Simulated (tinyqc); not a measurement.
Polytypes and stacking faults of a tetrahedral semiconductor in an axial Ising model with couplings up to third neighbours: one step, computed by the program tinyqc. Command: `OMP_NUM_THREADS=1 python tinyqc.py 3023320 3023321 out.jsonl polytype walk`. One thread of a shared host (Intel(R) Xeon(R) Processor @ 2.30GHz), about 0.01 s of CPU time with the checks.

Each double layer has s = +1 or -1 for the sense of its stacking step; E per pair of atoms = E0 - sum_n J_n <s_i s_(i+n)>, n = 1, 2, 3. Hexagonality h = (1 - <s_i s_(i+1)>)/2.

Problem. Electronic energy gained by the fault. The fault binds electrons in a two-dimensional band E_b below the conduction edge, g2 = m m0/(pi hbar^2) for one valley. With the Fermi level held by the bulk, eta = ln[n/N_c(T)], N_c(T) = N_c (T/300)^1.5, the grand potential falls by g2 (k_B T)^2 F1(x), x = eta + E_b/(k_B T), F1(x) = integral from 0 to infinity of ln(1 + exp(x - t)) dt; sheet density g2 k_B T ln(1 + e^x). Band bending by the trapped charge is left out, so the gain is an upper bound. Net fault energy = gamma of the I2 fault less the electronic gain.

Inputs (values chosen for the exercise, of the order of those of GaN for J, a, G and the gaps):

| quantity | value | unit |
|---|---|---|
| binding energy of the fault level E_b | 0.06 | eV |
| in-plane mass m | 0.47 | m0 |
| effective density of states N_c at 300 K | 2.3e+19 | 1/cm^3 |
| electron density n | 4.2e+18 | 1/cm^3 |
| temperature T | 850 | K |

Host polytype: 2H.

energy of the glide fault, I2 = 34.22239 mJ/m^2

Constants: m_0 = 9.1093837015e-31 kg; hbar = 1.054571817e-34 J s; k_B = 1.380649e-23 J/K; k_B = 8.617333262e-05 eV/K.

Give: x; sheet density; electronic gain; net fault energy.

Solution.

x = -2.443

sheet density = 1.198e+12 1/cm^2

electronic gain = 0.1435 mJ/m^2

net fault energy = 34.08 mJ/m^2

The gain offsets 0.42 % of the fault energy.
